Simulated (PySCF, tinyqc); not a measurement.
Inside a calculation. Method: CIS and TDHF on RHF in the sto-6g basis, for H4, spin multiplicity 1. The lowest restricted solution is unstable here: a spin-polarised one lies 0.0393 hartree lower (PySCF). One step of it, computed by the program tinyqc.

Question. TDHF (RPA) triplet states. B(ia,jb) = - (ib|ja); the squared energies are the eigenvalues of (A - B)(A + B); 1 hartree = 27.211386 eV.

CIS matrix A, triplet (hartree), order 1>3, 1>4, 2>3, 2>4:
```
[[0.346612, 0.000000, 0.000000, 0.129464],
 [0.000000, 0.763250, 0.129464, 0.000000],
 [0.000000, 0.129464, 0.071545, 0.000000],
 [0.129464, 0.000000, 0.000000, 0.598946]]
```

Two-electron integrals over orbitals (pq|rs), unique and non-zero (hartree):
```
(11|11) 0.496056    (21|21) 0.133062    (22|11) 0.398098    (22|22) 0.428594
(31|11) -0.094490   (31|22) 0.020639    (31|31) 0.104165    (32|21) 0.104398
(32|32) 0.163893    (33|11) 0.410444    (33|22) 0.426718    (33|31) 0.007438
(33|33) 0.441928    (41|21) 0.050516    (41|32) -0.044857   (41|41) 0.108834
(42|11) 0.091881    (42|22) -0.011999   (42|31) -0.095070   (42|33) -0.013354
(42|42) 0.100449    (43|21) -0.129464   (43|32) -0.107270   (43|41) -0.049181
(43|43) 0.140041    (44|11) 0.518275    (44|22) 0.423787    (44|31) -0.096490
(44|33) 0.438105    (44|42) 0.099816    (44|44) 0.569398
```

Give: TDHF matrix B, triplet; squared energies w^2; TDHF energies from the positive w^2.

Answer.

TDHF matrix B, triplet (hartree), order 1>3, 1>4, 2>3, 2>4:
```
[[-0.1042, 0.0000, 0.0000, 0.0449],
 [0.0000, -0.1088, 0.0951, 0.0000],
 [0.0000, 0.0951, -0.1639, 0.0000],
 [0.0449, 0.0000, 0.0000, -0.1004]]
```

squared energies w^2 (hartree^2): [-0.0376, 0.0662, 0.4213, 0.6020]

TDHF energies from the positive w^2 (eV): [6.9998, 17.6615, 21.1129]

A + B or A - B has a negative eigenvalue: the restricted solution is unstable towards a spin-polarised one, a negative w^2 means an imaginary energy, and the lowest roots have no physical meaning.
